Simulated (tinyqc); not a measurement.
What moves the results: thin (001) film in sp3s* tight binding with raised dangling bonds. A value that a table varies takes the place of the one given here.

Planes alternate anion (a), cation (c) along [001], a/4 apart, starting with an anion; zero in-plane momentum; levels counted from the bulk Ev, the lower root of [[Epa, Vxx], [Vxx, Epc]]; no spin-orbit coupling. Block of s, pz, s*: from an anion to the cation above, Vss/2 (s,s), Vsapc/2 (s,z), -Vscpa/2 (z,s), Vxx/2 (z,z), Vxapc/2 (s*,z), -Vpaxc/2 (z,s*); to the cation below the same with the s-z and s*-z signs reversed. Block of u = (px + py)/sqrt2 and v = (px - py)/sqrt2: to the cation above (Vxx + Vxy)/2 for u and (Vxx - Vxy)/2 for v, to the cation below the reverse. Each surface atom has two dangling sp3 hybrids; raising both by dl adds (dl/2) [[1, t], [t, 1]] to its s, pz levels (t = -1 at the bottom face, +1 at the top) and dl to the one of u, v in whose plane the missing bonds lie (v for a bottom anion or a top cation, u for a top anion).

Parameters, chosen for this exercise (near a published set for Si, fitted to gaps, whose masses and valley positions are rough; the results hold for these values, not for the real material):
- p = (-4.2, 1.719, -4.2, 1.719, 6.636, 6.636, -8.28, 1.706, 4.595, 5.766, 5.766, 5.353, 5.353) eV (order Esa, Epa, Esc, Epc, Exa, Exc, Vss, Vxx, Vxy, Vsapc, Vscpa, Vxapc, Vpaxc)
- Nw = 20 (planes in the thicker film)
- a = 5.436 angstrom (lattice constant)
- dp = 30 eV (value of dl for the passivated films)
- Ns = (6, 7, 12, 16, 26, 34, 45, 66) (numbers of planes)
- N0 = 21 (first number of planes)

## States in the gap of a film

edges (eV): Gamma 3.41200, Delta 1.17684

Levels between 0 and the lower bulk edge, the largest weight on the two outer planes of both faces among them, and the nearest levels outside, for several shifts dl.

Film of Nw planes:

| dl (eV) | levels in the gap | at (eV) | surface weight | next above (eV) | next below (eV) |
|---|---|---|---|---|---|
| 0 | 2 | 0.243, 0.313 | 0.74 | 1.2409 | -0.0915 |
| 1 | 2 | 0.731, 0.755 | 0.82 | 1.2457 | -0.0915 |
| 2 | 1 | 1.171 | 0.45 | 1.1866 | -0.0915 |
| 3 | 0 | - | - | 1.2260 | -0.0915 |
| 5 | 0 | - | - | 1.2325 | -0.0915 |
| 10 | 0 | - | - | 1.2346 | -0.0915 |
| 30 | 0 | - | - | 1.2355 | -0.0915 |
| 100 | 0 | - | - | 1.2357 | -0.0915 |

Can the levels of the bare film be read as confined subbands?

No: with bare surfaces (dl = 0) 2 levels lie in the bulk gap, with up to 74 % of the weight on the four outer planes, two a face, where an even spread gives 20 %; these are dangling-bond states, not subbands. The reruns show the bulk gap clear from dl = 3 eV on, and at dl = 30 eV the next level above lies -0.3 meV from its value at 100 eV.

## Gap against thickness

Passivated films (finite dp, so levels can still be some meV from their limit), thickness N a/4. Highest level below mid-gap (either block) and the two lowest above it. The exponents are -d ln(shift)/d ln N between the sixth and the last film, for the valence level and for the mean of the two conduction levels.

Levels (eV):

| N | thickness (angstrom) | Ev1 | Ec1 | Ec2 | gap |
|---|---|---|---|---|---|
| 6 | 8.15 | -0.5156 | 1.6303 | 1.8167 | 2.1459 |
| 7 | 9.51 | -0.5274 | 1.5818 | 1.5992 | 2.1093 |
| 12 | 16.31 | -0.2041 | 1.3269 | 1.3475 | 1.5310 |
| 16 | 21.74 | -0.1314 | 1.2664 | 1.2755 | 1.3978 |
| 26 | 35.33 | -0.0587 | 1.2135 | 1.2149 | 1.2722 |
| 34 | 46.21 | -0.0367 | 1.1986 | 1.1996 | 1.2352 |
| 45 | 61.16 | -0.0231 | 1.1895 | 1.1900 | 1.2126 |
| 66 | 89.69 | -0.0108 | 1.1828 | 1.1830 | 1.1936 |

exponents: valence 1.84, conduction 1.96

What does this show, and why?

The gap is 2.146 eV at 8.2 angstrom and 1.194 eV at 89.7, against 1.177 eV in the bulk along this line. At 16 planes the conduction side gives 90 meV of the widening and the valence side 131 meV. A hard-walled parabolic band has exponent 2; departures come from the offset between N a/4 and the effective width, from non-parabolicity and from the termination (odd and even N end differently: in the direction of the bond rows at the two faces and, in a compound, in the kind of atom), which also makes single steps in N uneven. Ec1 and Ec2 are the doublet of the two Delta valleys along the normal.

## Valley splitting plane by plane

kz of the minimum = 0.72860 2 pi/a

Ten passivated films from N0 planes on; the phase is N pi k0/2 modulo pi, k0 the position of the bulk minimum.

Lowest doublet:

| N | phase/pi | mean shift (meV) | splitting (meV) |
|---|---|---|---|
| 21 | 0.650 | 56.23 | 0.902 |
| 22 | 0.015 | 51.57 | 5.481 |
| 23 | 0.379 | 47.32 | 3.297 |
| 24 | 0.743 | 43.59 | 1.846 |
| 25 | 0.107 | 40.37 | 3.960 |
| 26 | 0.472 | 37.38 | 1.459 |
| 27 | 0.836 | 34.78 | 2.084 |
| 28 | 0.200 | 32.45 | 2.734 |
| 29 | 0.565 | 30.28 | 0.349 |
| 30 | 0.929 | 28.39 | 1.976 |

What does this show, and why?

The splitting ranges from 0.35 meV (N = 29) to 5.48 meV (N = 22), while the mean shift goes from 56 to 28 meV and falls steadily. The splitting changes direction 6 times in these ten films, and one plane more changes it by up to 4.58 meV: it hangs on the phase between the two faces, which is why atomic steps matter.

## What each change does

A film of Nw planes with shift dp: highest level below mid-gap (half the lower bulk edge) and the two lowest above. Each row changes one parameter from the base and keeps the others.

Results:

| case | Ev1 (eV) | Ec1 (eV) | Ec2 (eV) |
|---|---|---|---|
| base | -0.0915 | 1.2355 | 1.2418 |
| Nw = 24 | -0.0674 | 1.2195 | 1.2214 |
| dp = 60 eV | -0.0915 | 1.2357 | 1.2419 |

How do the results move?

The largest shifts from the base row, up to three for each result and ties (the steps differ in size, so this ranks the rows, not the parameters). Ev1 (eV): Nw +0.0242; unchanged at the printed digits by dp. Ec1 (eV): Nw -0.0160, dp +0.0002. Ec2 (eV): Nw -0.0205, dp +0.0001. An odd change of Nw also changes which atoms end the film, so levels need not move as thickness alone would move them; the row for dp shows how far the passivation is from converged.

Program tinyqc; command `OMP_NUM_THREADS=1 python tinyqc.py 1451161 1451162 out.jsonl`; about 0.3 s on one thread of a shared Intel(R) Xeon(R) Processor @ 2.30GHz.
